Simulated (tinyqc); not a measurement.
Convergence with the size of the ring: vibrations of a mass or spring defect in a linear chain. Computed by tinyqc, a small Python program. Command: `OMP_NUM_THREADS=1 python tinyqc.py 3028868 3028869 out.jsonl localmode walk`. One thread of a shared host (Intel(R) Xeon(R) Processor @ 2.30GHz), about 0.01 s of CPU time with the checks.

A ring of N atoms with nearest-neighbour springs k and motion along the chain. Atom 1 is the defect, of mass M', and its two springs are k'. Odd sites are A (the defect replaces an A atom), even sites B.

Inputs (values chosen for the exercise, for a model chain):
```
quantity,value,unit
spring constant k,4.23,eV/angstrom^2
mass M_A,58.3,u
mass M_B,27.9,u
defect mass M',40.4,u
spring ratio k'/k at the defect,1.5,-
```

Host: diatomic.

Constants: nu for 1 eV/(angstrom^2 u) = 15.6333042 THz.

Method:
- Host bands: lambda from 0 to 2k/M(heavy) and from 2k/M(light) to 2k (1/M_A + 1/M_B).
- nu = 15.6333042 THz x sqrt(lambda), lambda in eV/(angstrom^2 u).
- D_ii = (sum of the two springs at i)/M_i, D_ij = -k_ij/sqrt(M_i M_j) for neighbours, closed into a ring.
- The same matrix for 120 atoms; amplitudes are the mass-weighted eigenvector, in size, relative to the defect, for the highest mode; its weight is the squared component of the normalised eigenvector on the defect.

band edges (THz): [0.0000, 5.9553, 8.6086, 10.4677]

ratio to the top of the host band = 1.18525

highest frequency, long ring = 12.4069 THz

weight of the highest mode on the defect = 0.402974

Highest mode:
```
N,frequency (THz),weight on the defect,modes outside the bands
4,12.522,0.37955,2
6,12.417,0.39831,1
8,12.408,0.40238,2
12,12.407,0.40297,2
20,12.407,0.40297,2
40,12.407,0.40297,2
80,12.407,0.40297,3
120,12.407,0.40297,3
```

The local mode is within 0.01 % of its final value from N = 8 on, and its weight on the defect settles at 0.403: a bound mode needs only a cell larger than its decay length. In the 120-atom ring the modes outside the host bands lie at 6.2757, 10.4699, 12.4069 THz; one close to a band edge can be missing in a short ring.

Extremes, crossings and ranges named in words are read from the listed rows.
